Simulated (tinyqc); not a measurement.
## The weight eta from points of equal mobility

Inverse problem. If the mobility depends on E = q (Ndep + eta Ns)/(eps0 eps_r) alone, two points of equal mobility on its falling branch have equal E. Find eta and E.

Parameters, values chosen for the exercise:

| symbol | value | unit | meaning |
|---|---|---|---|
| eps_r | 11.8 |  | relative permittivity of the semiconductor |

Constants: q = 1.602176634e-19 C, eps0 = 8.8541878128e-14 F/cm where lengths are in cm. Results are converted to the units shown.

Ndep at two body biases (cm^-2): [2.0280686e12, 3.3400362e12]
Ns at which the mobility is the same (cm^-2): [1.3e13, 8.4759738e12]

Solution. eta is the ratio of the differences of Ndep and Ns.

eta = 0.290
E = 0.889 MV/cm

Computed by the program tinyqc: `OMP_NUM_THREADS=1 python tinyqc.py 2510006 2510007 out.jsonl`, one thread of a shared Intel Xeon 2.30GHz, about 0.01 s for the whole run.
